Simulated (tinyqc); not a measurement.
Raising U: Hubbard chain of 2 sites, mean field against exact. Computed by the program tinyqc. Collinear unrestricted mean field (the lowest of 40 random starts) against exact diagonalisation.

one-body matrix (hopping and site energies) (eV):
```
         1        2
1   0.0000  -0.6200
2  -0.6200   0.0000
```

electrons, up and down: 1  1

Exact and mean-field results (eV):

| U | U/t | E exact | E mean field | mean \|n_up - n_down\| | double occupancy, exact | first gap in the sector |
|---|---|---|---|---|---|---|
| 0.3100 | 0.5000 | -1.094650 | -1.085000 | 0.0000 | 0.2190 | 1.0946 |
| 0.6200 | 1.0000 | -0.968163 | -0.930000 | 0.0000 | 0.1894 | 0.9682 |
| 1.2400 | 2.0000 | -0.766362 | -0.620000 | 0.0005 | 0.1382 | 0.7664 |
| 2.4800 | 4.0000 | -0.513625 | -0.310000 | 0.8660 | 0.0732 | 0.5136 |
| 3.7200 | 6.0000 | -0.375442 | -0.206667 | 0.9428 | 0.0420 | 0.3754 |
| 4.9600 | 8.0000 | -0.292724 | -0.155000 | 0.9682 | 0.0264 | 0.2927 |
| 7.4400 | 12.0000 | -0.201224 | -0.103333 | 0.9860 | 0.0128 | 0.2012 |
| 12.4000 | 20.0000 | -0.122784 | -0.062000 | 0.9950 | 0.0049 | 0.1228 |

Estimate the missing row, U = 1.86.

Computed row:
```
U          U/t    E exact  E mean field  mean |n_up - n_down|  double occupancy, exact  first gap in the sector
1.8600  3.0000  -0.620000     -0.413333                0.7454                   0.1000                   0.6200
```

In absolute terms mean field is worst at U/t = 3.0, 0.207 eV too high: at small U it is nearly exact, and at large U it misses only exchange-scale energies. For the symmetric dimer the instability lies at U = 2t. Its local moments set in at U/t = 3.0 of those listed, a broken symmetry that the exact state of a finite cluster with equal spins does not have. Relative to the exact energy its error is 0.9 % at the smallest U, 50 % at most and 50 % at the largest. The double occupancy falls from 0.219 to 0.005; at the largest U the first gap is 0.99 times the exchange scale 4t^2/U.
